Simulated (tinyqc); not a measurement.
Inside a calculation. Method: sp3 tight binding, zinc-blende lattice. One step of it, computed by the program tinyqc.

Task: Bloch Hamiltonian at k. Slater-Koster rules over the four bonds with direction cosines (l, m, n): ss V_ss; s-px l V_sp; px-s -l V_sp; px-px l^2 V_pps + (1 - l^2) V_ppp; px-py l m (V_pps - V_ppp); each times exp(i k.d).

Parameters chosen for this model: zinc-blende lattice, anion at 0, cation at a/4 (1,1,1); V = eta hbar^2 / (m d^2), hbar^2/m = 7.619964 eV angstrom^2:
```
parameter          value      unit
a               5.710000  angstrom
d               2.472503  angstrom
Es anion      -15.870000        eV
Ep anion       -9.480000        eV
Es cation      -8.690000        eV
Ep cation      -5.740000        eV
eta ss         -1.240000
eta sp          1.370000
eta pp sigma    2.480000
eta pp pi      -0.580000
V ss           -1.545614        eV
V sp            1.707654        eV
V pp sigma      3.091229        eV
V pp pi        -0.722949        eV
```

k point k (2 pi / a): [0.050000, -0.030000, -0.730000]

Give: H(k) at k.

Result:

H(k) at k (eV), order a s, a px, a py, a pz, c s, c px, c py, c pz:
$$\begin{pmatrix}
-15.870 & 0.000 & 0.000 & 0.000 & -2.534+0.021i & -0.169+0.127i & 0.282-0.076i & 0.006-3.579i \\
0.000 & -9.480 & 0.000 & 0.000 & 0.169-0.127i & 0.899-0.007i & 0.008-4.616i & 0.363-0.098i \\
0.000 & 0.000 & -9.480 & 0.000 & -0.282+0.076i & 0.008-4.616i & 0.899-0.007i & -0.218+0.164i \\
0.000 & 0.000 & 0.000 & -9.480 & -0.006+3.579i & 0.363-0.098i & -0.218+0.164i & 0.899-0.007i \\
-2.534-0.021i & 0.169+0.127i & -0.282-0.076i & -0.006-3.579i & -8.690 & 0.000 & 0.000 & 0.000 \\
-0.169-0.127i & 0.899+0.007i & 0.008+4.616i & 0.363+0.098i & 0.000 & -5.740 & 0.000 & 0.000 \\
0.282+0.076i & 0.008+4.616i & 0.899+0.007i & -0.218-0.164i & 0.000 & 0.000 & -5.740 & 0.000 \\
0.006+3.579i & 0.363+0.098i & -0.218-0.164i & 0.899+0.007i & 0.000 & 0.000 & 0.000 & -5.740
\end{pmatrix}$$
